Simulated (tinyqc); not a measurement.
## Thermal resistances of a two-die stack

Problem. Heat leaves through the lower die only, and the system is linear. Find the resistance R1 from the lower die to the coolant, R2 between the dies, and the rise of the upper die when both are powered.

Parameters, values chosen for the exercise: power of the lower die P1 = 21 W; power of the upper die P2 = 17 W.

rises of the lower and upper die with only the lower one powered (K): [18.9, 18.9]
rises of the lower and upper die with only the upper one powered (K): [15.3, 23.46]

Solution. With only the lower die powered no heat crosses R2, so both dies rise by P1 R1; the difference in the second test is P2 R2; rises add.

R1 = 0.900 K/W
R2 = 0.480 K/W
rise of the upper die = 42.4 K

tinyqc, about 0.03 s, one thread, Intel Xeon 2.30GHz (shared host): `OMP_NUM_THREADS=1 python tinyqc.py 2162016 2162017 out.jsonl`
